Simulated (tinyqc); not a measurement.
# Froehlich polaron in a polar crystal, step by step

A worked calculation. Computed by tinyqc, a small Python program that keeps every step. Command: `OMP_NUM_THREADS=1 python tinyqc.py 3013438 3013439 out.jsonl frohlich walk`. One thread of a shared host (Intel(R) Xeon(R) Processor @ 2.30GHz), about 0.06 s of CPU time with the checks. Intermediate numbers are printed to about 7 digits and carried at full precision; extremes and crossings named in words are read from the listed rows.

One electron in a parabolic band of mass m*, coupled to dispersionless LO phonons in the continuum model. Energies are in units of hbar omega unless marked, wave numbers in k_0 = sqrt(2 m* omega/hbar).

Inputs (values chosen for the exercise, modelled on gallium nitride):
```
quantity,value,unit
band mass m*,0.208,m_0
LO phonon energy hbar omega,90.3,meV
eps_inf,5.45,-
static dielectric constant eps_s,9.53,-
temperature T,200,K
electron wave number k/k_0,0.69,-
trial v,4.4,-
trial w,2.8,-
```

Constants: hbar^2/(2 m_0) = 3.80998212 eV angstrom^2; e^2/(4 pi eps_0) = 14.39964548 eV angstrom; k_B = 8.617333262e-05 eV/K; hbar = 6.582119569e-16 eV s; e = 1.602176634e-19 C; m_0 = 9.1093837015e-31 kg.

## Coupling constant and length scale

1/eps* = 1/eps_inf - 1/eps_s; k_0 = sqrt(2 m* omega/hbar) = sqrt(m* hbar omega / (hbar^2/(2 m_0))) with m* in m_0; alpha = (e^2/(4 pi eps_0)) k_0/(2 eps* hbar omega); polaron length 1/k_0.

eps* = 12.73002

k_0 = 0.07021244 1/angstrom

coupling constant alpha = 0.4397632

polaron length 1/k_0 = 14.24249 angstrom

Weak coupling: perturbation theory should serve.

## Second-order perturbation theory

At T = 0 and k < k_0: E(k) = (k/k_0)^2 - alpha arcsin(k/k_0)/(k/k_0); so E(0) = -alpha, 1/m_p = (1 - alpha/6)/m*, and the mean number of phonons in the cloud at k = 0 is alpha/2. The Lee-Low-Pines variational state gives the same E(0) and m_p = m* (1 + alpha/6).

energy shift at k = 0 = -39.71062 meV

E(k) = -0.009225892 hbar omega

m*/m_p, second order = 0.9267061

m_p/m*, Lee-Low-Pines = 1.073294

phonons in the cloud = 0.2198816

## Strong-coupling trial states

Landau-Pekar: the lattice follows the mean electron density. A Gaussian state exp(-b^2 r^2/2) gives E(b) = (3/2) b^2 - alpha b sqrt(2/pi) (b in k_0), minimised at b = alpha sqrt(2/pi)/3 to E = -alpha^2/(3 pi); a state exp(-b r) gives E(b) = b^2 - (5/8) alpha b, minimised at b = 5 alpha/16 to E = -25 alpha^2/256.

best b, Gaussian = 0.1169601 k_0

E, Gaussian = -0.02051949 hbar omega

best b, exponential = 0.1374260 k_0

E, exponential = -0.01888591 hbar omega

The Gaussian bound lies below -alpha only for alpha > 3 pi = 9.42; here it lies above, so the self-trapped state is the poorer bound.

## Feynman's energy at a trial point

Feynman's bound: E(v, w) = 3 (v - w)^2/(4 v) - (alpha v/sqrt(pi)) int_0^infinity e^-u D(u)^(-1/2) du, D = w^2 u + ((v^2 - w^2)/v)(1 - e^(-v u)); integrals by 80 Gauss-Legendre points in s from 0 to 1 with u = 40 s^2.

first term = 0.4363636 hbar omega

E(v, w) = -0.07885668 hbar omega

## Feynman's variational polaron

Minimise over v > w > 0 (simplex search); mass m_p/m* = 1 + (alpha v^3/(3 sqrt(pi))) int u^2 e^-u D^(-3/2) du.

best v = 3.05

best w = 2.94

E, Feynman = -0.4422065 hbar omega

polaron energy, Feynman = -39.93125 meV

m_p/m*, Feynman = 1.078

The bound lies 0.6 % below -alpha, and the mass is 1.00 times the Lee-Low-Pines value.

## Mobility at low temperature

Scattering by absorption of an LO phonon: 1/tau = 2 alpha omega n, n = 1/(exp(hbar omega/(k_B T)) - 1); mu = e tau/m*, the weak-coupling result for k_B T well below hbar omega.

phonon occupation n = 0.005331500

lifetime tau = 1554.461 fs

mobility = 13144.31 cm^2/(V s)

## All approximations against the coupling

Other columns: second order -alpha; Landau-Pekar Gaussian -alpha^2/(3 pi); Lee-Low-Pines mass 1 + alpha/6. The polaron energy in meV uses the given hbar omega.

Energies (hbar omega) and masses (m*):
```
alpha,second order,Gaussian,Feynman,Feynman (meV),"mass, LLP","mass, Feynman",v,w
0.11,-0.11,-0.001283850,-0.1101502,-9.946566,1.018333,1.019,3.01,2.99
0.22,-0.22,-0.005135399,-0.2206044,-19.92058,1.036667,1.038,3.02,2.97
0.44,-0.44,-0.02054160,-0.4424460,-39.95287,1.073333,1.078,3.05,2.94
0.7,-0.7,-0.05199061,-0.7062788,-63.77698,1.116667,1.13,3.07,2.91
3.7,-3.7,-1.452554,-3.914035,-353.4374,1.616667,2.33,3.58,2.43
6.7,-6.7,-4.762977,-7.675171,-693.0679,2.116667,11.36,5.4,1.68
9.7,-9.7,-9.983259,-12.86648,-1161.843,2.616667,94.97,11.7,1.23
13,-13,-17.93146,-20.79068,-1877.399,3.166667,412.8,22.2,1.11
```

All three energies are upper bounds (-alpha through the Lee-Low-Pines state), and the Feynman value is the lowest in every row. It lies within 5 % of -alpha up to alpha = 0.7; at alpha = 13 it is 1.16 times the Gaussian value, whose alpha^2 law it approaches with a constant shift of about -3 ln 2 - 3/4 = -2.83 (here -2.86). The mass stays within 10 % of 1 + alpha/6 up to alpha = 0.7 and reaches 413 m* in the last row; w falls from 2.99 towards 1 while v grows to 22.2.

Checks made by the program: second-order shift against the integral -(2 alpha/pi) int dq/(1 + q^2) (relative difference below 1e-10); v = w reduces the bound to -alpha (relative difference 1e-10).
